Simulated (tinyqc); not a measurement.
Probe couplings from its potential.

Inverse problem. One voltage probe p sits between leads L (mu = 1) and R (mu = 0) without magnetic field: mu_p = T_pL/(T_pL + T_pR), T_eff = T_RL + T_pL T_pR/(T_pL + T_pR). Find T_pL and T_pR.

T_RL = 0.45
mu_p = 0.57142857
T_eff = 0.63857143

Solution. T_eff - T_RL equals T_pL (1 - mu_p) and also T_pR mu_p.

T_pL = 0.4400
T_pR = 0.3300

Numbers from tinyqc (`OMP_NUM_THREADS=1 python tinyqc.py 2700106 2700107 out.jsonl`; about 0.01 s on one thread of a shared Intel Xeon 2.30GHz).
